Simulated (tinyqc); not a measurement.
Worked calculation: tight binding, dimerised chain. Computed by tinyqc, a small Python program that keeps every step. Settings: t1 = 0.52, t2 = 0.97, delta = 0.42, points = 6, cells = 4. Command: `OMP_NUM_THREADS=1 python tinyqc.py 29261 29262 out.jsonl` (the two numbers bound the seeds that draw the settings). One thread of a shared host (Intel(R) Xeon(R) Processor @ 2.60GHz), about 0.01 s of CPU time with the checks.

## Bloch Hamiltonian at k

Parameters chosen for this model:
```
parameter,value,unit
t1,0.520000,"eV, inside the cell"
t2,0.970000,"eV, between cells"
delta,0.420000,"eV, +/- on the two sites"
```

k point k (2 pi / a): 0.300000

H_AA = +delta, H_BB = -delta, H_AB = -t1 - t2 exp(-i k a).

H(k) at k (eV):
```
,A,B
A,0.420000,-0.220254+0.922525i
B,-0.220254-0.922525i,-0.420000
```

## Levels at k

Diagonalise the Hermitian matrix.

eigenvalues (eV): -1.037287  1.037287

weights |c|^2 of the basis functions:
```
,band 1,band 2
A,0.297549,0.702451
B,0.702451,0.297549
```

## Bloch Hamiltonian at X

k point X (2 pi / a): 0.500000

As before.

H(k) at X (eV):
```
,A,B
A,0.420000,0.450000
B,0.450000,-0.420000
```

## Levels at X

As before.

eigenvalues (eV): -0.615549  0.615549

weights |c|^2 of the basis functions:
```
,band 1,band 2
A,0.158841,0.841159
B,0.841159,0.158841
```

## Bands along a path

The same steps at evenly spaced points between the labelled ones.

Bands along the path (eV):
```
k,band 1,band 2
G,-1.548063,1.548063
G-X 0.20,-1.484532,1.484532
G-X 0.40,-1.303624,1.303624
G-X 0.60,-1.037287,1.037287
G-X 0.80,-0.756018,0.756018
X,-0.615549,0.615549
```

With 1 band(s) filled, the highest filled level on these points lies at X and the lowest empty one at X: a gap of 1.2311 eV, direct.

## Berry (Zak) phase of the lower band

On 6 points k_j = j/N: phase = -Im ln of the product of <u_j|u_(j+1)>, closed with u_N = u_0 (the cell-periodic part is taken without the site positions). Single arguments depend on the phases chosen for the u_j; only their sum modulo 2 pi does not.

Overlaps:
```
j,|<u_j|u_j+1>|,argument (rad)
0,0.945003,-0.243832
1,0.924531,-0.250655
2,0.799279,-0.265093
3,0.799279,-0.265093
4,0.924531,-0.250655
5,0.945003,-0.243832
```

phase / pi, folded into (-1, 1] = 0.483563

## Open chain of 4 cells

H of the open chain (eV):
```
,1,2,3,4,5,6,7,8
1,0.420000,-0.520000,0.000000,0.000000,0.000000,0.000000,0.000000,0.000000
2,-0.520000,-0.420000,-0.970000,0.000000,0.000000,0.000000,0.000000,0.000000
3,0.000000,-0.970000,0.420000,-0.520000,0.000000,0.000000,0.000000,0.000000
4,0.000000,0.000000,-0.520000,-0.420000,-0.970000,0.000000,0.000000,0.000000
5,0.000000,0.000000,0.000000,-0.970000,0.420000,-0.520000,0.000000,0.000000
6,0.000000,0.000000,0.000000,0.000000,-0.520000,-0.420000,-0.970000,0.000000
7,0.000000,0.000000,0.000000,0.000000,0.000000,-0.970000,0.420000,-0.520000
8,0.000000,0.000000,0.000000,0.000000,0.000000,0.000000,-0.520000,-0.420000
```

The same hoppings without the wrap-around bond.

levels (eV): -1.464188  -1.226635  -0.884104  -0.424005  0.424005  0.884104  1.226635  1.464188

weights of the highest filled level on the sites: 0.003461  0.009118  0.000970  0.052292  0.000248  0.204423  0.000043  0.729445

The bulk gap runs from -0.6155 to 0.6155 eV; 2 level(s) of this chain lie inside it: end states, which need the weaker bond inside the cell and a chain longer than their decay length.
